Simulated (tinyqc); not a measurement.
Capacitances against the relative permittivity between the lines.

Endless row of lines of width wl, height tl and space sl between grounded planes at distance hd; e2 fills the gaps beside the lines, e1 the rest. Laplace's equation is solved on meshes of 3, 6 and 12 steps per unit u and extrapolated (Aitken), which is good to about 0.2 %. C_even (all lines at 1 V) is the capacitance Cg to the planes; C_odd (neighbours in antiphase) = Cg + 4 Cc if only nearest neighbours couple, which defines Cc; total with quiet neighbours Cg + 2 Cc. Plate values 2 eps0 e1 wl/hd and eps0 e2 tl/sl.

Inputs (values chosen for the exercise): relative permittivity above and below the lines e1 = 3; line width, in units u wl = 6 u; line height tl = 10 u; space between lines sl = 4 u; distance to each plane hd = 8 u.

Constants: eps0 = 8.8541878128e-12 F/m. Results are converted to the units shown.

The same in every row: plate Cg (aF/um) = 39.8.

Capacitances against the relative permittivity between the lines:
```
e2   Cg (aF/um)  Cc (aF/um)  Cg + 2 Cc (aF/um)  C_odd (aF/um)  plate Cc (aF/um)  share of coupling, 2 Cc/(Cg + 2 Cc) (%)
1          62.9        38.1                139            216              22.1                                     54.8
1.5        63.4        49.3                162            261              33.2                                     60.9
2          63.8        60.4                185            305              44.3                                     65.5
2.5        64.1        71.5                207            350              55.3                                     69.1
3          64.3        82.6                230            395              66.4                                     72.0
3.9        64.6         103                270            475              86.3                                     76.1
5          64.9         127                319            573               111                                     79.7
7          65.2         171                408            751               155                                     84.0
```

As e2 goes from 1 to 7, Cg rises from 62.9 to 65.2 aF/um, Cc rises from 38.1 to 171 aF/um and the share of coupling rises from 54.8 to 84.0 %. Cg is 1.58 times its plate value in the first row and 1.64 times in the last; for Cc the ratios are 1.72 and 1.11. Neighbours in antiphase raise the load by a factor of 1.55 and 1.84 over quiet ones.

Computed by the program tinyqc: `OMP_NUM_THREADS=1 python tinyqc.py 2790155 2790156 out.jsonl`, one thread of a shared Intel Xeon 2.30GHz, about 0.8 s for the whole run.
